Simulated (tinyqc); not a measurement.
MOSFET in saturation, small-signal circuit and noise: integrated noise against bandwidth.

Bias by the inversion coefficient IC = I/Ispec (charge-based model with velocity saturation; weak inversion below 0.1, strong above 10). Common-source circuit: gm, gds, Cgs, Cgd and Cj at the inner nodes, Rg in series with the gate; quasi-static, no source or drain resistance, no gate-body capacitance, no substrate network, no induced gate noise, so fmax is an upper estimate.

Ispec = 2 n mu Cox (W/L) Vt^2, lc = Ls/L, gms = [sqrt((lc IC + 1)^2 + 4 IC) - 1]/[2 + lc (lc IC + 1)], gm = gms Ispec/(n Vt), gds = sg gm. qs = [sqrt(1 + 4 IC) - 1]/2, Cgs = Cox W L qs (2 qs + 3)/(3 (qs + 1)^2) + Cov W, Cgd = Cov W, Cd = Cj W, Rg = Rsh (Wf/L)/(12 Nf) + Rc/W with Nf = W/Wf fingers (not rounded) contacted at both ends. Channel noise Sid = 4 kB T gam n gm with gam = (1/2 + (2/3) qs)/(1 + qs) + gw lc IC, qs = [sqrt(1 + 4 IC) - 1]/2, lc = Ls/L (the last term an empirical rise with velocity saturation); at the gate, white noise Sw = Sid/gm^2 + 4 kB T Rg. Number fluctuation with correlated mobility: S(f) = K/f, K = q^2 Vt lt Nt/(W L Cox^2) (1 + ac mu Cox I/gm)^2, Vt in eV with Nt per eV. Corner fc = K/Sw. Mean square from f1 = 100 Hz to B: Sw (B - f1) + K ln(B/f1).

Parameters, values chosen for the exercise:

| symbol | value | unit | meaning |
|---|---|---|---|
| T | 300 | K | temperature |
| L | 90 | nm | gate length |
| W | 40 | um | total gate width |
| Cox | 1.33 | uF/cm^2 | gate capacitance |
| mu | 190 | cm^2/(V s) | mobility |
| n | 1.32 |  | slope factor |
| Ls | 15 | nm | velocity-saturation length |
| Rsh | 5 | ohm | sheet resistance of the gate |
| Wf | 1 | um | finger width |
| Rc | 200 | ohm um | gate contact and vertical resistance |
| IC | 23 |  | inversion coefficient |
| gw | 0.15 |  | short-channel excess of the noise factor |
| Nt | 9.4e16 | cm^-3 eV^-1 | oxide trap density |
| lt | 0.1 | nm | tunnelling length into the oxide |
| ac | 1000 | V s/C | Coulomb scattering coefficient |

Constants: q = 1.602176634e-19 C, kB = 1.380649e-23 J/K, Vt = kB T/q. Results are converted to the units shown.

Integrated noise against bandwidth:
```
B (Hz)	spot noise at B (nV/Hz^0.5)	white part (uV rms)	1/f part (uV rms)	total (uV rms)
1000	104.63	0.035467	5.0206	5.0207
10000	33.107	0.11763	7.1002	7.1011
1e5	10.529	0.37367	8.6959	8.7039
1e6	3.5135	1.1822	10.041	10.110
1e7	1.5787	3.7385	11.226	11.832
1e8	1.2277	11.822	12.298	17.059
1e9	1.1868	37.385	13.283	39.675
```

What does the table show?

The 1/f part adds the same power, K ln 10, in each decade and grows only from 5.02 to 13.3 uV; the white part grows as sqrt(B). It overtakes the 1/f part by B = 1e9 Hz among the rows, above the corner fc = 7.83e6 Hz of the spot noise.

tinyqc, about 0.01 s, one thread, Intel Xeon 2.30GHz (shared host): `OMP_NUM_THREADS=1 python tinyqc.py 2150111 2150112 out.jsonl`
